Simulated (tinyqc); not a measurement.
Across the tunnelling window: band-to-band tunnelling across a p-n junction in a two-band chain.

Sites alternate A at -Eg/2 and C at +Eg/2 with hopping -t; near the edges, with k counted from the zone boundary pi/a, E^2 = (Eg/2)^2 + (t a k)^2, so t = sqrt(c Eg/m)/a gives the mass m, c = hbar^2/2m0. In the gap cosh(q a) = 1 + (Eg^2/4 - e^2)/(2 t^2), e the energy from the local mid-gap. The potential is V0 = Eg + ov on the p side (left), 0 on the n side, and falls linearly over the 2N sites of the junction, V_j = V0 (1 - j/(2N + 1)), j = 1 to 2N, site 1 being A. E = Eg/2 + x ov. A half chain that ends on a site of level e1 with neighbour e2 has g = (1 + z)/(E - e1), z = exp(-/+ i k a) the root with Im g < 0, cos(k a) = (E - e1)(E - e2)/(2 t^2) - 1. S_L = t^2 g (ending on C, shifted by V0), S_R = t^2 g (starting on A). T = 4 Im(S_L) Im(S_R) |G_(1,2N)|^2.

Constants: hbar^2/2m0 = 3.80998211 eV angstrom^2; e^2/h = 3.874045865e-05 S.

Inputs chosen for the exercise (gap and mass near those of InGaAs; shifted at random, so the results belong to these values and not to a real crystal): Eg = 0.743 eV (gap); m = 0.0429 m0 (mass of electron and light hole); a = 6 angstrom (period (two sites)); ov = 0.41 eV (overlap: top of the valence band on the p side above the conduction edge on the n side); Nw = 20 (periods in the junction).

N = Nw. The mean of T over the window uses 12 Gauss-Legendre points in x; the current of one channel with both spins, all states in the window full on the p side and empty on the n side, is (2e^2/h) <T> ov. WKB: exp(-2 I/F), I = pi Eg^2/(8 t a), F = V0/((2N + 1) a/2).

Against energy:

| x | E (eV) | T | T over WKB |
|---|---|---|---|
| 0.02 | 0.3797 | 0.00242 | 0.719 |
| 0.10 | 0.4125 | 0.00414 | 1.230 |
| 0.20 | 0.4535 | 0.00435 | 1.291 |
| 0.35 | 0.5150 | 0.00405 | 1.204 |
| 0.50 | 0.5765 | 0.00390 | 1.160 |
| 0.65 | 0.6380 | 0.00405 | 1.204 |
| 0.80 | 0.6995 | 0.00435 | 1.291 |
| 0.90 | 0.7405 | 0.00414 | 1.230 |
| 0.98 | 0.7733 | 0.00242 | 0.719 |

mean T = 0.00395
current = 0.125 microampere

How do the results move, and what explains it?

WKB gives one value for the whole window, since the path through the gap is the same. The chain is symmetric about x = 0.5, where it gives 1.16 times WKB; among these rows it is largest at x = 0.2 and 0.8 (1.29), and it has 0.72 at x = 0.02 on its way to zero at the ends, where the velocity in one lead vanishes. The variation comes from the reflections where the field begins and ends, whose distance from the turning points changes with x.

Run: tinyqc, `OMP_NUM_THREADS=1 python tinyqc.py 1482075 1482076 out.jsonl`; Intel(R) Xeon(R) Processor @ 2.30GHz, one thread, shared host; about 0.01 s of CPU time with all checks.
